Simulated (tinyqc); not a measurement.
Inside a calculation: delta-doped layer in the Thomas-Fermi potential. Values are carried at full precision from step to step, so a last printed digit may differ when a step is redone from the rounded ones.

All donors ionised in the plane z = 0, zero temperature, energies from the Fermi level EF of the Thomas-Fermi model, which lies at the bulk band edge; c = hbar^2/2m0, q = e^2/(4 pi eps0). Layer in a (001) plane: two valleys with m_z = ml, m_d = mt (unprimed) and four with m_z = mt, m_d = sqrt(ml mt) (primed); m3 = (ml mt^2)^(1/3), gv = 6. With n = (gv/3 pi^2)(m3 (-V)/c)^(3/2) and V'' = -(4 pi q/eps) n for z > 0, the solution is V = -b/(|z| + z0)^4 with sqrt(b) = 20/K, K = (4 pi q/eps)(gv/3 pi^2)(m3/c)^(3/2), and z0^5 = 4b/(e F0), e F0 = 2 pi q N/eps; 1e13/cm^2 = 1e-3/angstrom^2. Exchange and correlation are left out.

Constants: hbar^2/2m0 = 3.80998211 eV angstrom^2; e^2/(4 pi eps0) = 14.39964547 eV angstrom.

Values chosen for the exercise (near those of a delta-doped layer in Si; shifted at random, so the results belong to these values and not to a real crystal):
- ml = 0.935 m0 (longitudinal mass)
- mt = 0.193 m0 (transverse mass)
- eps = 11.7 (dielectric constant)
- N = 15 x 1e13/cm^2 (donor sheet density)

## The Thomas-Fermi well

Give K, b, e F0, z0 and the depth b/z0^4.

K = 0.078647 eV^(-1/2) angstrom^-2
b = 64668 eV angstrom^4
e F0 = 0.11599 eV/angstrom
z0 = 18.61 angstrom
depth = 0.5396 eV

Half of the electrons lie within |z| < (2^(1/5) - 1) z0 = 2.8 angstrom. The mean donor spacing in the plane is 8.2 angstrom, against a Bohr radius 0.529177 eps/m3 = 19.0 angstrom: the orbits overlap many donors, so a smeared sheet is a fair model in the plane. Across the plane the Thomas-Fermi density is more peaked than that of the quantised subbands, the more so the fewer are filled.

## Profile

V = -b/(|z| + z0)^4, n and the share of electrons beyond |z|, (z0/(|z| + z0))^5, at z = 0, 0.1, 0.25, 0.5, 1 and 2 times z0; n = (eps/(4 pi q)) 20 b/(|z| + z0)^6, q = e^2/(4 pi eps0), 1/angstrom^3 = 1e24/cm^3.

Profile:
```
z (angstrom)   V (eV)  n (1e19/cm^3)  share beyond
0.0           -0.5396            202         1.000
1.9           -0.3685            114         0.621
4.7           -0.2210           52.8         0.328
9.3           -0.1066           17.7         0.132
18.6          -0.0337           3.15         0.031
37.2          -0.0067          0.276         0.004
```

## Subbands

Subbands solve -(c/m_z) psi'' + V psi = E psi on 1280 points of spacing z0/80; up to ten levels for each group, kept if bound with an rms width below 2.5 z0.

List the bound levels with their rms width.

Subbands:
```
label  valleys g  m_d (m0)   E (eV)  rms z (angstrom)
0              2    0.1930  -0.2585               4.2
0'             4    0.4248  -0.1545               9.6
1              2    0.1930  -0.0483              13.4
2              2    0.1930  -0.0088              30.7
```

The lowest level lies 52 % of the way up the well, and 0' follows 104 meV higher.

## Filling the subbands

At zero temperature n_i = g m_d (mu - E_i)/(2 pi c) for E_i < mu, c = hbar^2/2m0; find mu from sum n_i = N (1e13/cm^2 = 1e-3/angstrom^2).

mu = -0.0089 eV

n_i in the order of the list (1e13/cm^2): [4.026, 10.338, 0.636, 0.000]

3 subbands filled in part, the lowest with 27 % of the electrons. The potential was built for a Fermi level at 0; filling its quantised levels puts mu 1.6 % of the depth below that, which shows how nearly the two pictures agree. The fullest is 0', with 69 %.

## Estimate from a V-shaped well

Near z = 0 the well is -depth + e F0 |z|, whose levels are a (c (e F0)^2/m_z)^(1/3) with a = 1.018793 (even) and 2.338107 (odd); c = hbar^2/2m0, m_z = ml, for the unprimed levels.

levels 0 and 1 (eV): [-0.1525, 0.3487]

Level 0 comes out 106 meV too high, since screening flattens the true well away from the plane, and level 1 lands above the rim at 0.

## Checks

- Integral of the Thomas-Fermi density against N, 1e13/cm^2: both 15.00.
- Lowest level on a finer grid (z0/200), eV: both -0.259.

Run: tinyqc, `OMP_NUM_THREADS=1 python tinyqc.py 1250830 1250831 out.jsonl`; Intel(R) Xeon(R) Processor @ 2.30GHz, one thread, shared host; about 0.2 s of CPU time with all checks.
